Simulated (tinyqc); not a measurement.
What each parameter does: parabolic quantum dot in a magnetic field (Fock-Darwin).

Two dimensions, V = m w0^2 r^2/2, one valley. hbar wc = 2 muB B/m, W = sqrt(w0^2 + wc^2/4), E(n, l, s) = (2n + |l| + 1) hbar W - l hbar wc/2 + s gs muB B, n = 0, 1, ..., l = 0, +/-1, ..., s = +/-1/2; length lam = sqrt(2c/(m hbar W)), c = hbar^2/2m0.

Exact treatment: the centre of mass separates with energy W, and the relative motion obeys [-(2c/m) Laplacian + (2c/m) r^2/(2 lam^2)^2 + q/(eps r)] psi = e_l psi for angular number l, solved in 14 Gaussians r^l exp(-a r^2), a = 1.7^i/(4 lam^2), i = -3 to 10. E(S) = W + e_0, E(T) = W + e_1 - wc/2 - Ez.

Constants: muB = 5.788381798e-05 eV/T; hbar^2/2m0 = 3.80998211 eV angstrom^2; e^2/(4 pi eps0) = 14.39964547 eV angstrom.

Inputs chosen for the exercise (near those of a gate-defined dot in GaAs; shifted at random, so the results belong to these values and not to a real crystal): m = 0.0657 m0 (mass); gs = -0.45 (g factor); w0 = 2.1 meV (confinement energy hbar w0); B = 1.57 T (magnetic field); eps = 12.6 (dielectric constant).

The two modes W +/- wc/2, lam and the exact E(T) - E(S), with q = e^2/(4 pi eps0) and Ez = |gs| muB B.

One parameter was then changed.

Results before and after:
```
case     upper mode (meV)  lower mode (meV)  lam (angstrom)  E(T) - E(S) (meV)
base                3.898             1.131           214.8              -0.40
changed             3.622             1.218           204.1              -0.31
```

Which of these changes was made? (a) w0 = 1.68 meV; (b) m = 0.0756 m0; (c) B = 0.94 T; (d) gs = -0.68; (e) eps = 10.7.

Answer: (b) m = 0.0756 m0. Of the candidates, run in turn, only this one gives the changed row.

All candidates:
```
case           upper mode (meV)  lower mode (meV)  lam (angstrom)  E(T) - E(S) (meV)
base                      3.898             1.131           214.8              -0.40
B = 0.94 T                3.086             1.429           226.7               0.04
w0 = 1.68 meV             3.559             0.793           230.9              -0.57
m = 0.0756 m0             3.622             1.218           204.1              -0.31
gs = -0.68                3.898             1.131           214.8              -0.42
eps = 10.7                3.898             1.131           214.8              -0.50
```

Run: tinyqc, `OMP_NUM_THREADS=1 python tinyqc.py 1252212 1252213 out.jsonl`; Intel(R) Xeon(R) Processor @ 2.30GHz, one thread, shared host; about 0.05 s of CPU time with all checks.
